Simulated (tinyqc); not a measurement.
# Bandgap voltage reference from two bipolar transistors: effect of the area ratio of the second transistor

Two transistors of area 1 and N carry the same current I. Is(T) = Is (T/T0)^eta exp[(Vg0 q/kB)(1/T0 - 1/T)], VBE1 = Vt ln(I/Is(T)) + I rb, VBE2 = Vt ln(I/(N Is(T))) + I rb/N. The amplifier forces I R1(T) = VBE1 - VBE2 + Vos, with R(T) = R (1 + tc (T - T0)) for both resistors, and the output is Vref = VBE1 + I R2(T). Base currents and the Early effect are neglected.

Vt = kB T/q; I = (Vt ln N + Vos)/(R1(T) - rb (1 - 1/N)). Box coefficient: span of Vref between 233 and 398 K over its average over T and over 165 K. The last column is the R2 that gives zero slope at T0.

Parameters, values chosen for the exercise; values of the order met in silicon bipolar transistors: reference temperature T0 = 300 K; band-gap voltage extrapolated to 0 K Vg0 = 1.167 V; temperature exponent of the saturation current eta = 4.3; saturation current of the unit transistor at T0 Is = 7.4e-16 A; resistor across which the difference of VBE falls, at T0 R1 = 5.5 kohm; temperature coefficient of both resistors tc = 1400 ppm/K; offset of the amplifier Vos = 2.1 mV; series resistance of the unit transistor rb = 31 ohm; output resistor at T0 R2 = 44.21 kohm.

Constants: q = 1.602176634e-19 C, kB = 1.380649e-23 J/K. Results are converted to the units shown.

Results:

| N | I at T0 (uA) | Vref at T0 (V) | slope at T0 (uV/K) | box coefficient (ppm/K) | R2 for zero slope (kohm) |
|---|---|---|---|---|---|
| 2 | 3.650 | 0.7385 | -1815 | 2580 | 211.1 |
| 4 | 6.927 | 0.9000 | -1274 | 1465 | 102.7 |
| 8 | 10.21 | 1.055 | -757.1 | 739.7 | 67.38 |
| 15 | 13.18 | 1.193 | -297.2 | 261.8 | 51.19 |
| 24 | 15.40 | 1.296 | 43.50 | 30.76 | 43.34 |
| 100 | 22.15 | 1.604 | 1068 | 651.1 | 29.46 |

Estimate the missing row, N = 48.

Computed row:

| N | I at T0 (uA) | Vref at T0 (V) | slope at T0 (uV/K) | box coefficient (ppm/K) | R2 for zero slope (kohm) |
|---|---|---|---|---|---|
| 48 | 18.68 | 1.446 | 542.5 | 363.9 | 35.29 |

With this row back in the table: As N goes from 2 to 100, Vref rises from 0.7385 to 1.604 V and the box coefficient goes from 2580 through a minimum of 30.8 (at N = 24 among the rows listed) to 651 ppm/K. A larger N needs a smaller R2/R1, which lowers the gain seen by offset and noise.

Program tinyqc, `OMP_NUM_THREADS=1 python tinyqc.py 2062093 2062094 out.jsonl`; Intel Xeon 2.30GHz, shared host, one thread, about 0.03 s.
